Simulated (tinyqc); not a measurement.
Ion implantation: universal nuclear stopping, Lindhard-Scharff electronic stopping and a Gaussian range profile: one step, computed by the program tinyqc. Command: `OMP_NUM_THREADS=1 python tinyqc.py 3012820 3012821 out.jsonl implant walk`. One thread of a shared host (Intel(R) Xeon(R) Processor @ 2.30GHz), about 0.06 s of CPU time with the checks.

An ion slows by elastic collisions with screened nuclei and by friction with electrons; channelling is ignored and the target is uniform.

Question. Damage. Kinchin-Pease count with efficiency 0.8: N_d = 0.8 nu/(2 E_d), taking all of nu as damage energy (an upper estimate, as recoils also lose energy to electrons). Spread over a depth R_p + dR_p, displacements per atom = Q N_d/(N (R_p + dR_p)).

Inputs (values chosen for the exercise, modelled on oxygen ions in aluminium): target density N = 60.2 1/nm^3; dose Q = 3e+13 1/cm^2; displacement energy E_d = 25 eV.

energy lost to nuclei nu = 8.401310 keV

projected range R_p = 29.94640 nm

straggle dR_p = 9.650901 nm

Give: displacements per ion N_d; displacements per atom.

Answer.

displacements per ion N_d = 134.4

displacements per atom = 0.01692

One displacement per atom would need a dose of 1.8e15 per cm^2 if no defects annealed.
